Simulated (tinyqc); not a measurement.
Debye-Callaway model of lattice thermal conductivity: one step, computed by the program tinyqc. Command: `OMP_NUM_THREADS=1 python tinyqc.py 3019024 3019025 out.jsonl callaway walk`. One thread of a shared host (Intel(R) Xeon(R) Processor @ 2.30GHz), about 0.01 s of CPU time with the checks.

Three acoustic branches with one velocity v, cut at omega_D = k_B Theta/hbar; x = hbar omega/(k_B T). v and Theta are separate inputs: Theta cuts off the heat-carrying modes, so C need not reach 3 k_B/V. gamma is an effective value that sets the umklapp rate. Heat flows along the film.

Task: Mass-fluctuation parameter. A vacancy counts as a mass defect Delta M/M = -3 (the missing mass and twice its bonds), so Gamma = 9 n_v. A = V Gamma/(4 pi v^3).

Inputs (values chosen for the exercise, modelled on magnesium oxide): sound velocity v = 6470 m/s; volume per atom V = 9.34 angstrom^3; vacancy fraction n_v = 4e-05.

Sample: film. Point defects: vacancies. Normal processes: left out.

Give: Gamma; Rayleigh coefficient A.

Result:

Gamma = 3.60e-04

Rayleigh coefficient A = 9.8793e-46 s^3
